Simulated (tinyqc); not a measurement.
From results back to parameters: mean-field antiferromagnet of the Hubbard model on the square lattice. Two cases, with inputs chosen for the exercise.

Problem. In the insulating state f(E-) = 1 and f(E+) = 0, so the gap equation is 1 = (U/2) mean 1/sqrt(e-^2 + Delta^2). Delta is given and U is hidden.

e(k) = -2 t (cx + cy) - 4 t2 cx cy, ci = cos ki; one electron a site; Q = (pi, pi). <n_up - n_dn> = m cos(Q.R) gives Delta = U m/2 and bands E = e+ -/+ sqrt(e-^2 + Delta^2), e+- = (e(k) +- e(k + Q))/2 (the constant U/2 is dropped). Means run over the mesh k_i = 2 pi (j + 1/2)/N of the whole zone: mu from mean(f(E-) + f(E+)) = 1; m(out) = mean of Delta (f(E-) - f(E+))/sqrt(e-^2 + Delta^2); free energy per site F = -kT mean[ln(1 + exp(-(E- - mu)/kT)) + ln(1 + exp(-(E+ - mu)/kT))] + mu + U m^2/4. Order at T > 0 in two dimensions is an artefact of mean field.

Case 1.

Classes of points:
```
|e-| (eV),e+ (eV),points
0.0000,0.0000,12
1.5588,0.0000,16
3.1177,0.0000,8
```

Delta = 1.99121 eV

Case 2.

Classes of points:
```
|e-| (eV),e+ (eV),points
0.0000,0.0000,12
0.3464,0.0000,16
0.6928,0.0000,8
```

Delta = 0.36421 eV

Find: mean 1/sqrt(e-^2 + Delta^2); U; m.

Solution. Form the weighted mean over the classes; U = 2/mean and m = 2 Delta/U.

Case 1.

mean 1/sqrt(e-^2 + Delta^2) = 0.403 1/eV
U = 4.96 eV
m = 0.803

Case 2.

mean 1/sqrt(e-^2 + Delta^2) = 2.083 1/eV
U = 0.96 eV
m = 0.759

Computed by tinyqc, one run a case: `OMP_NUM_THREADS=1 python tinyqc.py N N+1 out.jsonl` with N = 1681375, 1681504; one thread of a shared Intel(R) Xeon(R) Processor @ 2.30GHz, about 0.2 s a run at most.
